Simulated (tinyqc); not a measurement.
Inside a calculation. Method: Pariser-Parr-Pople SCF with singles CI, for the molecule [CH2+]c1ccccc1 (SMILES; centres numbered as the heavy atoms are written). One step of it, computed by the program tinyqc.

Task: Iteration 1: orbitals and new P. Diagonalise F (the basis is taken as orthonormal) and form P = 2 sum c c over the lowest orbitals; 0.3 of the old P is kept.

F (eV), order 1C, 2C, 3C, 4C, 5C, 6C, 7C:
$$\begin{pmatrix}
-10.255874 & -3.907299 & -0.553216 & 0.162042 & 0.374441 & 0.162042 & -0.553216 \\
-3.907299 & -10.679598 & -3.606862 & 0.000000 & 0.395643 & 0.000000 & -3.606862 \\
-0.553216 & -3.606862 & -9.709396 & -4.094401 & -0.276608 & 0.518855 & 0.276657 \\
0.162042 & 0.000000 & -4.094401 & -9.271428 & -3.907537 & 0.000000 & 0.518855 \\
0.374441 & 0.395643 & -0.276608 & -3.907537 & -8.994197 & -3.907537 & -0.276608 \\
0.162042 & 0.000000 & 0.518855 & 0.000000 & -3.907537 & -9.271428 & -4.094401 \\
-0.553216 & -3.606862 & 0.276657 & 0.518855 & -0.276608 & -4.094401 & -9.709396
\end{pmatrix}$$

pi electrons, sum of z_r less the charge = 6

P at the start, order 1C, 2C, 3C, 4C, 5C, 6C, 7C:
$$\begin{pmatrix}
0.428571 & 0.635034 & 0.285714 & -0.112480 & -0.285714 & -0.112480 & 0.285714 \\
0.635034 & 1.000000 & 0.522554 & 0.000000 & -0.224960 & 0.000000 & 0.522554 \\
0.285714 & 0.522554 & 0.857143 & 0.705037 & 0.142857 & -0.294963 & -0.142857 \\
-0.112480 & 0.000000 & 0.705037 & 1.000000 & 0.635034 & 0.000000 & -0.294963 \\
-0.285714 & -0.224960 & 0.142857 & 0.635034 & 0.857143 & 0.635034 & 0.142857 \\
-0.112480 & 0.000000 & -0.294963 & 0.000000 & 0.635034 & 1.000000 & 0.705037 \\
0.285714 & 0.522554 & -0.142857 & -0.294963 & 0.142857 & 0.705037 & 0.857143
\end{pmatrix}$$

Give: orbital energies; P after iteration 1.

Result:

orbital energies (eV): [-17.7269, -15.0325, -14.2558, -8.8505, -5.0017, -4.7956, -2.2284]

P after iteration 1, order 1C, 2C, 3C, 4C, 5C, 6C, 7C:
$$\begin{pmatrix}
0.5096 & 0.6910 & 0.2785 & -0.1300 & -0.2978 & -0.1300 & 0.2785 \\
0.6910 & 1.0054 & 0.4899 & -0.0020 & -0.2002 & -0.0020 & 0.4899 \\
0.2785 & 0.4899 & 0.8646 & 0.7186 & 0.1781 & -0.2793 & -0.1895 \\
-0.1300 & -0.0020 & 0.7186 & 0.9690 & 0.6214 & 0.0230 & -0.2793 \\
-0.2978 & -0.2002 & 0.1781 & 0.6214 & 0.8178 & 0.6214 & 0.1781 \\
-0.1300 & -0.0020 & -0.2793 & 0.0230 & 0.6214 & 0.9690 & 0.7186 \\
0.2785 & 0.4899 & -0.1895 & -0.2793 & 0.1781 & 0.7186 & 0.8646
\end{pmatrix}$$
